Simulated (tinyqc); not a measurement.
# Current crowding under a contact, resistor ladder against the transmission-line model: convergence with the number of cells

A metal contact of length d and width W on a thin layer of the same width. The metal has no resistance, the sheet resistance under it equals Rsh, and current enters the layer at the front edge x = 0.

Cut the contact into n cells of length hc = d/n. Neighbouring cell centres are joined by a = W/(Rsh hc), each centre joins the metal (0 V) by g = W hc/rc, and I enters cell 1 through half a cell: -a v_(i-1) + b_i v_i - a v_(i+1) = I for i = 1 and 0 otherwise, b_i = g + 2 a (g + a at both ends). Rc = v_1/I + 1/(2 a). The error is against Transfer length Lt = sqrt(rc/Rsh); front resistance Rc = (Rsh Lt/W) coth(d/Lt); end resistance Re = (Rsh Lt/W)/sinh(d/Lt).

Values chosen for this exercise: sheet resistance of the semiconductor layer Rsh = 1400 ohm/sq; specific contact resistivity rc = 9.6e-8 ohm cm^2; contact length d = 0.28 um; contact width W = 2 um.

Convergence with the number of cells:
```
n      hc/Lt  Rc (ohm)  error (%)
1     3.3813    115.14       98.2
2     1.6907    76.229       31.2
4    0.84533    63.106       8.62
8    0.42267    59.390       2.22
16   0.21133    58.425      0.560
32   0.10567    58.181      0.140
64  0.052833    58.120     0.0351
```

Read the table: what changes, and by how much?

The exact Rc is 58.100 ohm. The error falls from 98 % to 0.035 %, by a factor of 4.0 over the last doubling: second order in the cell length.

Computed by the program tinyqc: `OMP_NUM_THREADS=1 python tinyqc.py 2760083 2760084 out.jsonl`, one thread of a shared Intel Xeon 2.30GHz, about 0.01 s for the whole run.
